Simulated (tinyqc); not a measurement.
Short-channel transistor, virtual-source model with series resistance: two steps of the calculation.

The current per gate width is the charge at the top of the source barrier (the virtual source) times its velocity times a saturation function; al and be are fitting constants of the model. Units: I in uA/um, Rs in ohm um, so I Rs = 1e-6 I Rs in volts; Q in uC/cm^2, so I = 1e-4 Q vx0 Fsat with vx0 in cm/s.

Values chosen for this exercise:
```
symbol,value,unit,meaning
T,293,K,temperature
Cinv,4,uF/cm^2,inversion capacitance
vx0,5.44e6,cm/s,velocity at the virtual source
mu,880,cm^2/(V s),apparent mobility
L,90,nm,channel length
VT0,0.48,V,threshold at zero drain voltage
dl,0.035,V/V,drain-induced barrier lowering
n0,1.45,,subthreshold factor
nd,0,1/V,growth of n with drain voltage
al,3.5,,threshold shift (in units of Vt) from weak to strong inversion
be,1.6,,sharpness of saturation
Rs,30,ohm um,series resistance of each contact
Vgs,1,V,gate voltage
Vds,0.5,V,drain voltage
```

Constants: q = 1.602176634e-19 C, kB = 1.380649e-23 J/K, Vt = kB T/q. Results are converted to the units shown.

Question 1. Current through the series resistance. Intrinsic voltages Vg' = Vgs - I Rs, Vd' = Vds - 2 I Rs. n = n0 + nd Vd', VT = VT0 - dl Vd', Ff = 1/(1 + exp((Vg' - VT + al Vt/2)/(al Vt))), Q = Cinv n Vt ln(1 + exp((Vg' - VT + al Vt Ff)/(n Vt))), Vdsat = (vx0 L/mu)(1 - Ff) + Vt Ff, Fsat = u/(1 + u^be)^(1/be) with u = Vd'/Vdsat, and I(out) = Q vx0 Fsat per width. (Fsat takes the sign of u.) I(new) = I + 0.5 (I(out) - I).

I after iteration 1 = 574.30808 uA/um

Find: Vg'; Vd'; VT; Ff; Q; Vdsat; Fsat; I(out); I after iteration 2.

Answer 1.

Vg' = 0.98277 V
Vd' = 0.46554 V
VT = 0.46371 V
Ff = 0.0017029
Q = 2.0769 uC/cm^2
Vdsat = 0.055585 V
Fsat = 0.97970
I(out) = 1106.9 uA/um
I after iteration 2 = 840.59 uA/um

Question 2. What the series resistance costs. n = n0 + nd Vd', VT = VT0 - dl Vd', Ff = 1/(1 + exp((Vg' - VT + al Vt/2)/(al Vt))), Q = Cinv n Vt ln(1 + exp((Vg' - VT + al Vt Ff)/(n Vt))), Vdsat = (vx0 L/mu)(1 - Ff) + Vt Ff, Fsat = u/(1 + u^be)^(1/be) with u = Vd'/Vdsat, and I = Q vx0 Fsat per width. I0 is the current for Rs = 0. Effective velocity I/Q; transit time L Q/I.

converged I = 1070.5796 uA/um
I0 = 1148.6162 uA/um

Wanted: loss against I0; effective velocity; transit time.

Answer 2.

loss against I0 = 6.794 %
effective velocity = 5.318e6 cm/s
transit time = 1.692 ps

The carriers leave the virtual source at 97.8 % of vx0: the device is in saturation.

Numbers from tinyqc (`OMP_NUM_THREADS=1 python tinyqc.py 2380103 2380104 out.jsonl`; about 0.01 s on one thread of a shared Intel Xeon 2.30GHz).
